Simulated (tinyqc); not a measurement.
Power iteration on a symmetric matrix, step by step. Computed by tinyqc, a small Python program that keeps every step. Settings: method = power, shift = 0.33. Command: `OMP_NUM_THREADS=1 python tinyqc.py 25976 25977 out.jsonl` (the two numbers bound the seeds that draw the settings). One thread of a shared host (Intel(R) Xeon(R) Processor @ 2.60GHz), about 0.01 s of CPU time with the checks.

## Step 1

A, lower triangle:
```
          1        2        3        4
1   0.16900
2  -0.14500  0.59500
3   0.13900  0.04900  1.33500
4   0.10300  0.66200  0.20300  3.69800
```

vector v at the start: 0.50000  0.50000  0.50000  0.50000

shift = 0.33000

w = (A - shift) v; v' = w/|w| with its largest component positive (the first on a tie); lambda = v'^T A v'.

vector after step 1: -0.01382  0.17945  0.30146  0.93634

Rayleigh quotient after step 1 = 3.72192

## Step 2

As before.

vector after step 2: 0.03330  0.19888  0.14532  0.96862

Rayleigh quotient after step 2 = 3.84256

## Course of the iteration

Stop when the residual |A v - lambda v| is below 1e-9.

Steps:
```
step     lambda  residual
1     3.7219218  5.74e-01
2     3.8425551  1.58e-01
3     3.8517204  4.51e-02
4     3.8524608  1.28e-02
5     3.8525208  3.65e-03
6     3.8525257  1.04e-03
7     3.8525261  2.96e-04
8     3.8525261  8.43e-05
9     3.8525261  2.40e-05
10    3.8525261  6.83e-06
11    3.8525261  1.95e-06
12    3.8525261  5.54e-07
13    3.8525261  1.58e-07
14    3.8525261  4.49e-08
15    3.8525261  1.28e-08
16    3.8525261  3.64e-09
17    3.8525261  1.04e-09
18    3.8525261  2.95e-10
```

all eigenvalues, for comparison: 0.08213  0.52944  1.33290  3.85253

Converged in 18 steps.
